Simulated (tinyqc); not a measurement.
# Thickness from two neighbouring fringes

Question. At normal incidence a transparent film with an index between those of air and substrate, taken as constant, has reflectance minima at 2 n1 d = (m + 1/2) lam (small phase shifts at the substrate neglected). Find d and the order m of the shorter wavelength.

Values chosen for this exercise:

| symbol | value | unit | meaning |
|---|---|---|---|
| n1 | 1.29 |  | index of the transparent film |

wavelengths of two neighbouring reflectance minima (nm): [495, 561]

Answer. Neighbouring orders differ by one: 2 n1 d (1/lam1 - 1/lam2) = 1.

d = 1631 nm
m = 8

Computed by the program tinyqc: `OMP_NUM_THREADS=1 python tinyqc.py 2870177 2870178 out.jsonl`, one thread of a shared Intel Xeon 2.30GHz, about 0.01 s for the whole run.
